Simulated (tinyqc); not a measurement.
Worked calculation: Jacobi rotations on a symmetric matrix. Computed by tinyqc, a small Python program that keeps every step. Settings: method = jacobi. Command: `OMP_NUM_THREADS=1 python tinyqc.py 24402 24403 out.jsonl` (the two numbers bound the seeds that draw the settings). One thread of a shared host (Intel(R) Xeon(R) Processor @ 2.60GHz), about 0.01 s of CPU time with the checks.

## Jacobi rotation 1

A, lower triangle:
```
,1,2,3,4,5
1,0.203000
2,-0.037000,1.713000
3,-0.491000,0.397000,2.958000
4,-0.689000,1.090000,0.770000,3.943000
5,0.962000,-0.798000,-0.731000,0.233000,4.900000
```

Take the largest off-diagonal element A_pq; tan 2 theta = 2 A_pq / (A_qq - A_pp) with |theta| <= pi/4; A' = J^T A J with J_pp = J_qq = cos, J_pq = sin, J_qp = -sin.

p, q, theta (rad): 2.000000  4.000000  0.387030

A', lower triangle:
```
,1,2,3,4,5
1,0.203000
2,0.225793,1.268729
3,-0.491000,0.077007,2.958000
4,-0.652003,0.000000,0.862890,4.387271
5,0.962000,-0.826919,-0.731000,-0.085431,4.900000
```

## Jacobi rotation 2

As before.

p, q, theta (rad): 1.000000  5.000000  0.194387

A', lower triangle:
```
,1,2,3,4,5
1,0.013608
2,0.381273,1.268729
3,-0.340549,0.077007,2.958000
4,-0.623221,0.000000,0.862890,4.387271
5,0.000000,-0.767729,-0.812077,-0.209767,5.089392
```

## Jacobi rotation 3

As before.

p, q, theta (rad): 3.000000  4.000000  0.439551

A', lower triangle:
```
,1,2,3,4,5
1,0.013608
2,0.381273,1.268729
3,-0.042976,0.069687,2.552241
4,-0.708894,0.032769,0.000000,4.793029
5,0.000000,-0.767729,-0.645620,-0.535392,5.089392
```

## All rotations

The off-diagonal norm falls at every rotation.

Rotations:
```
step,p,q,theta,off-diagonal norm
1,2,4,0.387030,2.69e+00
2,1,5,0.194387,2.32e+00
3,3,4,0.439551,1.97e+00
4,2,5,-0.191064,1.65e+00
5,1,4,-0.144188,1.31e+00
6,3,5,-0.224531,9.36e-01
7,4,5,-0.559419,6.06e-01
8,1,2,0.268747,3.27e-01
9,1,5,-0.022093,2.71e-01
10,2,4,-0.033571,2.18e-01
11,3,4,-0.041126,1.77e-01
...,...,...,...,...
18,2,4,0.000915,4.62e-03
19,4,5,-0.002556,2.23e-03
20,1,5,0.000202,1.46e-03
21,3,4,0.000354,9.75e-04
22,2,3,-0.000577,3.19e-05
23,1,3,-0.000006,2.13e-05
24,1,4,2.52e-06,1.28e-05
25,3,5,-2.72e-06,1.27e-06
26,2,5,-1.91e-07,3.48e-07
27,2,4,-7.28e-08,2.52e-08
28,1,2,-1.27e-08,1.06e-09
```

eigenvalues: -0.193128  1.210691  2.405660  4.587983  5.705794
